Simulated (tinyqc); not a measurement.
# Worked calculation: carrier lifetime of an n-type layer with SRH, radiative, Auger and surface recombination

Computed by the program tinyqc: `OMP_NUM_THREADS=1 python tinyqc.py 2300123 2300124 out.jsonl`, one thread of a shared Intel Xeon 2.30GHz, about 0.01 s for the whole run. Printed values are rounded.

Uniform excess density dn = dp (no trapping), n = n0 + dn, p = p0 + dn, Boltzmann statistics, full ionisation. Surfaces enter as a rate 2 S dn/d, which holds while diffusion to them is fast.

Values chosen for this exercise; band and dielectric values close to those of silicon:
```
symbol,value,unit,meaning
T,400,K,temperature
Eg,1.14,eV,band gap
Nc,4.26e19,cm^-3,conduction-band density of states at T
Nv,4.1e19,cm^-3,valence-band density of states at T
B,4.79e-15,cm^3/s,radiative coefficient
N,3.6e17,cm^-3,donor density
Cn,4.4e-31,cm^6/s,Auger coefficient (two electrons)
Cp,2.1e-31,cm^6/s,Auger coefficient (two holes)
Nt,4.4e13,cm^-3,trap density
sn,1e-14,cm^2,capture cross-section for electrons
sp,5e-17,cm^2,capture cross-section for holes
vth,2.3e7,cm/s,thermal velocity (both carriers)
Et,0.64,eV,trap level below the conduction band
S,0,cm/s,surface recombination velocity (both faces)
d,10,um,sample thickness
G,3.7e19,cm^-3 s^-1,generation rate
```

Constants: q = 1.602176634e-19 C, kB = 1.380649e-23 J/K, Vt = kB T/q. Results are converted to the units shown.

## Equilibrium densities and SRH constants

ni = sqrt(Nc Nv) exp(-Eg/(2 Vt)), Eg in volts; majority density N/2 + sqrt(N^2/4 + ni^2), n0 p0 = ni^2; n1 = Nc exp(-Et/Vt), p1 = Nv exp((Et - Eg)/Vt); tn0 = 1/(sn vth Nt), tp0 = 1/(sp vth Nt).

ni = 2.75051e12 cm^-3
n0 = 3.60000e17 cm^-3
p0 = 2.10147e7 cm^-3
n1 = 3.67929e11 cm^-3
p1 = 2.05618e13 cm^-3
tn0 = 9.88142e-8 s
tp0 = 1.97628e-5 s

## Starting value

dn = 7e13 cm^-3.

dn at the start = 7e13 cm^-3

## Iteration 1: new dn

With e = n p - ni^2 = dn (n0 + p0 + dn): U_SRH = e/(tp0 (n + n1) + tn0 (p + p1)), U_rad = B e, U_Aug = (Cn n + Cp p) e, U_s = 2 S dn/d. Substitution: tau = dn/U with U the sum, dn(new) = G tau.

U_SRH = 3.54199e18 cm^-3 s^-1
U_rad = 1.20731e17 cm^-3 s^-1
U_Aug = 3.99360e18 cm^-3 s^-1
U_s = 0 cm^-3 s^-1
tau = 9.14277e-6 s
dn after iteration 1 = 3.38282e14 cm^-3

## Iteration 2: new dn

As before.

U_SRH = 1.71170e19 cm^-3 s^-1
U_rad = 5.83882e17 cm^-3 s^-1
U_Aug = 1.93351e19 cm^-3 s^-1
U_s = 0 cm^-3 s^-1
tau = 9.13388e-6 s
dn after iteration 2 = 3.37953e14 cm^-3

## Iteration 3: new dn

As before.

U_SRH = 1.71003e19 cm^-3 s^-1
U_rad = 5.83314e17 cm^-3 s^-1
U_Aug = 1.93163e19 cm^-3 s^-1
U_s = 0 cm^-3 s^-1
tau = 9.13389e-6 s
dn after iteration 3 = 3.37954e14 cm^-3

## Course of the iteration

Stop when the step is below 1e-10 of the value, or after 40 iterations.

Course of the iteration:
```
iteration  dn before the step (cm^-3)  step (cm^-3)
1                                7e13       2.68e14
2                          3.38282e14      -3.29e11
3                          3.37953e14        4.03e8
4                          3.37954e14       -4.94e5
5                          3.37954e14           605
```

Converged in 5 iterations. At the solution d ln U/d ln dn = 1.00, so the logarithmic slope of the map is 1 - 1.00 = 0.00; its size is below 1, so substitution contracts.

## Lifetime, shares and quasi-Fermi splitting

converged dn = 3.37954e14 cm^-3

With e = n p - ni^2 = dn (n0 + p0 + dn): U_SRH = e/(tp0 (n + n1) + tn0 (p + p1)), U_rad = B e, U_Aug = (Cn n + Cp p) e, U_s = 2 S dn/d. tau = dn/U, shares of U, splitting Vt ln(n p/ni^2), radiative efficiency U_rad/U.

tau = 9.13389e-6 s
shares (%): SRH 46.2172, radiative 1.5765, Auger 52.2063, surface 0.0000
quasi-Fermi splitting = 0.571989 V

Auger recombination takes the largest share. dn is 9.4e-4 times the doping: low injection.
